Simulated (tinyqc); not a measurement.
Band offset from the macroscopic average of a supercell potential: one step. Band offsets.

dEv = Ev(A) - Ev(B) = Ev1 - (dV + Ev2); dEc = Ec(B) - Ec(A) = Eg2 - Eg1 - dEv. The correction of a gap, c = Eg[1] - Eg[0], lowers the valence top by fv c and leaves dV, a ground-state quantity, as it is. Type I: dEv and dEc of one sign; II: opposite signs; III: no overlap of the gaps.

Values chosen for the exercise (gaps near those of InAs and GaSb; shifted at random, so the results belong to these values and not to a real crystal): Ev1 = 5.14 eV (valence top of bulk A above its mean potential); Eg1 = (0.05, 0.41) eV (gap of A: semi-local value, corrected value); fv1 = 0.63 (share of the correction that lowers the valence top of A); Ev2 = 0.61 eV (valence top of bulk B above its mean potential); Eg2 = (0.1, 0.8) eV (gap of B: semi-local value, corrected value); fv2 = 0.34 (the same share for B).

dV = B - A = 5.23986 eV

Task: Give the offsets with semi-local and with corrected band edges.

Give: dEv, dEc, semi-local; lowering of the valence tops of A and B; dEv, dEc, corrected.

Result:

dEv, dEc, semi-local (eV): [-0.710, 0.760]

lowering of the valence tops of A and B (eV): [0.227, 0.238]

dEv, dEc, corrected (eV): [-0.699, 1.089]

The correction moves dEv by +0.01 eV and dEc by +0.33 eV; the type stays III.

Computed by tinyqc, a small Python program: `OMP_NUM_THREADS=1 python tinyqc.py 1881154 1881155 out.jsonl` (the numbers bound the seed that draws the inputs); one thread of a shared host (Intel(R) Xeon(R) Processor @ 2.30GHz), about 0.01 s for the whole set of steps.
